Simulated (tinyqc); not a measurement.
Gupta-type many-body potential for a metal: one step, computed by the program tinyqc. Command: `OMP_NUM_THREADS=1 python tinyqc.py 3021302 3021303 out.jsonl gupta walk`. One thread of a shared host (Intel(R) Xeon(R) Processor @ 2.30GHz), about 0.01 s of CPU time with the checks.

E_i = sum_j A exp(-p (r_ij/r0 - 1)) - xi rho_i^gamma, with rho_i = sum_j exp(-2 q (r_ij/r0 - 1)); gamma = 1/2 is the tight-binding second-moment form. The crystal is fcc unless stated; d is the neighbour distance and a fixed number of shells is kept.

Task: Unrelaxed vacancy. Each neighbour j of the vacancy loses one repulsive term and one density term: E_v = sum_shells count x {-repulsion - xi [(rho - density)^gamma - rho^gamma]}. (The removed atom returns to a bulk-like site, so its own energy cancels.)

Inputs (values chosen for the exercise, for a model metal): hopping xi = 1.17 eV; embedding exponent gamma = 0.6.

Shells:

| shell | count | r (angstrom) | repulsion (eV) | density |
|---|---|---|---|---|
| 1 | 12 | 2.868718 | 0.2081607 | 1.043965 |

density rho = 12.52758

repulsive energy = 2.497929 eV

Give: vacancy energy E_v; ratio E_v/E_c, E_c = xi rho^gamma less the repulsive energy.

Result:

vacancy energy E_v = 0.7569 eV

ratio E_v/E_c, E_c = xi rho^gamma less the repulsive energy = 0.2671

A pair potential gives E_v = E_c; here the ratio is 0.27, as the remaining bonds of the neighbours strengthen when one is lost.
